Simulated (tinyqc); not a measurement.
Surface potential of a MOS transistor: implicit equation and explicit approximations: one step of the calculation.

p-type body, charge-sheet picture, depletion and inversion only, full ionisation (an idealisation for deep acceptors), Boltzmann statistics (rough once Na exp(x - xn) passes about Nc/7). In units of Vt: xg = (Vg - Vfb)/Vt, x = psi/Vt, G = gamma/sqrt(Vt), xn = (2 phiF + Vc)/Vt. The implicit equation is (xg - x)^2 = G^2 [x - 1 + exp(x - xn)] for x above about 3. Cox = eps0 eox/tox.

Task. Explicit approximation. Depletion value a = 1 + [sqrt(G^2/4 + xg - 1) - G/2]^2; inversion value b = xn + ln[(xg - xn)^2/G^2 - xn + 1] and first guess y = min(a, b) - ln(1 + exp(-|a - b|)) if a > xn + 1, else b = y = a; one second-order correction with D = exp(y - xn), p = 2 (xg - y) + G^2 (1 + D), w = (xg - y)^2 - G^2 (y - 1 + D): z = y + 2 w/(p + sqrt(p^2 - 2 (2 - G^2 D) w)), or the Newton step z = y + w/p where the root is not real.

G = 1.0513915
xn = 61.551072
xg = 98.141068

Wanted: a; b; y; p; w; z.

Result.

a = 88.317
b = 68.599
y = 68.599
p = 1332.1
w = -473.89
z = 68.145

The root of the implicit equation is x = 68.1654; y misses it by 0.43 and z by -0.020, in units of Vt.

tinyqc, about 0.01 s, one thread, Intel Xeon 2.30GHz (shared host): `OMP_NUM_THREADS=1 python tinyqc.py 2122004 2122005 out.jsonl`
